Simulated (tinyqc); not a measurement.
# Worked calculation: surface potential of a MOS transistor: implicit equation and explicit approximations

Numbers from tinyqc (`OMP_NUM_THREADS=1 python tinyqc.py 2122197 2122198 out.jsonl`; about 0.01 s on one thread of a shared Intel Xeon 2.30GHz). Printed values are rounded.

p-type body, charge-sheet picture, depletion and inversion only, full ionisation (an idealisation for deep acceptors), Boltzmann statistics (rough once Na exp(x - xn) passes about Nc/7). In units of Vt: xg = (Vg - Vfb)/Vt, x = psi/Vt, G = gamma/sqrt(Vt), xn = (2 phiF + Vc)/Vt. The implicit equation is (xg - x)^2 = G^2 [x - 1 + exp(x - xn)] for x above about 3. Cox = eps0 eox/tox.

Values chosen for this exercise; band and dielectric values close to those of silicon:
- T = 350 K (temperature)
- Eg = 1.11 eV (band gap)
- eps_r = 11.9 (relative permittivity)
- Nc = 3.53e19 cm^-3 (conduction-band density of states at T)
- Nv = 3.34e19 cm^-3 (valence-band density of states at T)
- eox = 3.9 (relative permittivity of the gate insulator (close to silicon dioxide))
- tox = 1.2 nm (insulator thickness)
- Na = 1.8e16 cm^-3 (acceptor density)
- Vfb = -0.84 V (flat-band voltage)
- Vc = 0.5 V (channel-body voltage)
- Vg = 1.07 V (gate-body voltage)

Constants: q = 1.602176634e-19 C, kB = 1.380649e-23 J/K, Vt = kB T/q, eps0 = 8.8541878128e-14 F/cm where lengths are in cm. Results are converted to the units shown.

Range of the model: The electron quasi-Fermi level lies less than 2 Vt below the band edge at the surface, or above it, where degeneracy and confinement, left out, matter.

## Scales

ni = sqrt(Nc Nv) exp(-Eg/(2 Vt)), Eg in volts; phiF = Vt ln(Na/ni); gamma = sqrt(2 q eps0 eps_r Na)/Cox; VT = Vfb + Vt (xn + G sqrt(xn - 1)).

phiF = 0.327178 V
gamma = 0.0270908 V^0.5
G = 0.155992
xn = 38.2736
VT = 0.343080 V
xg = 63.3275

## Explicit approximation

Depletion value a = 1 + [sqrt(G^2/4 + xg - 1) - G/2]^2; inversion value b = xn + ln[(xg - xn)^2/G^2 - xn + 1] and first guess y = min(a, b) - ln(1 + exp(-|a - b|)) if a > xn + 1, else b = y = a; one second-order correction with D = exp(y - xn), p = 2 (xg - y) + G^2 (1 + D), w = (xg - y)^2 - G^2 (y - 1 + D): z = y + 2 w/(p + sqrt(p^2 - 2 (2 - G^2 D) w)), or the Newton step z = y + w/p where the root is not real.

a = 62.1081
b = 48.4301
y = 48.4301
p = 656.611
w = -406.013
z = 47.8117

The root of the implicit equation is x = 47.5075; y misses it by 0.92 and z by 0.30, in units of Vt (Newton branch).

## Starting value

x = y rounded to two decimals.

x at the start = 48.43

## Iteration 1: new x

D = exp(x - xn), f = (xg - x)^2 - G^2 (x - 1 + D), f' = -2 (xg - x) - G^2 (1 + D), x(new) = x - f/f'.

D = 25756.0
f = -405.950
f' = -656.551
x after iteration 1 = 47.8117

## Iteration 2: new x

As before.

D = 13878.8
f = -98.1167
f' = -368.774
x after iteration 2 = 47.5456

## Iteration 3: new x

As before.

D = 10636.6
f = -10.8894
f' = -290.413
x after iteration 3 = 47.5081

## Course of the iteration

Stop when the step is below 1e-11, or after 60 iterations.

Course of the iteration:
```
iteration  x before the step      step
1                      48.43    -0.618
2                    47.8117    -0.266
3                    47.5456   -0.0375
4                    47.5081  -6.35e-4
5                    47.5075  -1.77e-7
6                    47.5075   < 1e-13
```

Converged in 6 iterations.

## Potential, charges and gate control

converged x = 47.5075

psi = Vt x; N_dep = Cox Vt G sqrt(x - 1)/q; N_inv = (Cox Vt G/q) [sqrt(x - 1 + exp(x - xn)) - sqrt(x - 1)]; dpsi/dVg = 1/[1 + G^2 (1 + exp(x - xn))/(2 (xg - x))].

psi = 1.43286 V
N_dep = 5.76270e11 cm^-2
N_inv = 7.9935e12 cm^-2
dpsi/dVg = 0.112676

psi lies 9.2 Vt above 2 phiF + Vc.
